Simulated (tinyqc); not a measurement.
From results back to parameters: core-shell quantum dot (spherical envelope functions). Three cases, with inputs chosen for the exercise.

Problem. The lowest electron level was computed from a hidden shell thickness H.

Parabolic bands; strain and other valleys are left out. s states, u = r psi, hard wall at R + H, c = hbar^2/2m0, energies from the band edges of the core. Core: u = sin(k1 r)/k1, k1 = sqrt(m1 E/c). At R, psi and psi'/m are continuous, so u is continuous and its slope in the shell is s = u/R + (m2/m1)(u' - u/R). Shell: u(R + x) = u(R) cos(k2 x) + s sin(k2 x)/k2, k2 = sqrt(m2 (E - V)/c); for negative arguments the functions turn into sinh and cosh. A level has u(R + H) = 0.

Constants: hbar^2/2m0 = 3.80998211 eV angstrom^2.

Find: u(R); s; H.

Case 1.

Values chosen (near those of a CdSe/CdS core-shell dot; shifted at random, so the results belong to these values and not to a real crystal):
- R = 32 angstrom (core radius)
- Vc = 0.3 eV (conduction edge of the shell above that of the core)
- me1 = 0.128 m0 (electron, core)
- me2 = 0.202 m0 (electron, shell)

E_e = 0.1387332 eV

Solution.

u(R) = 11.973 angstrom
s = -1.1254
H = 26.0 angstrom

u(R) and s follow from E_e; u(R + H) = 0 gives tanh(kappa H) = -kappa u(R)/s. The tanh is close to 1, so H is poorly fixed: the full digits of E_e are needed.

Case 2.

Values chosen (near those of an InAs/InP core-shell dot; shifted at random, so the results belong to these values and not to a real crystal):
- R = 37 angstrom (core radius)
- Vc = 0.474 eV (conduction edge of the shell above that of the core)
- me1 = 0.03 m0 (electron, core)
- me2 = 0.077 m0 (electron, shell)

E_e = 0.2935531 eV

Solution.

u(R) = 20.351 angstrom
s = -1.3919
H = 23.0 angstrom

u(R) and s follow from E_e; u(R + H) = 0 gives tanh(kappa H) = -kappa u(R)/s.

Case 3.

Values chosen (near those of a GaAs/AlGaAs core-shell dot; shifted at random, so the results belong to these values and not to a real crystal):
- R = 16 angstrom (core radius)
- Vc = 0.256 eV (conduction edge of the shell above that of the core)
- me1 = 0.068 m0 (electron, core)
- me2 = 0.094 m0 (electron, shell)

E_e = 0.3540542 eV

Solution.

u(R) = 12.022 angstrom
s = 0.1198
H = 36.0 angstrom

u(R) and s follow from E_e; u(R + H) = 0 gives tan(k2 H) = -k2 u(R)/s, with the first positive root.

Computed by tinyqc, one run a case: `OMP_NUM_THREADS=1 python tinyqc.py N N+1 out.jsonl` with N = 1280979, 1281077, 1281172; one thread of a shared Intel(R) Xeon(R) Processor @ 2.30GHz, about 0.05 s a run at most.
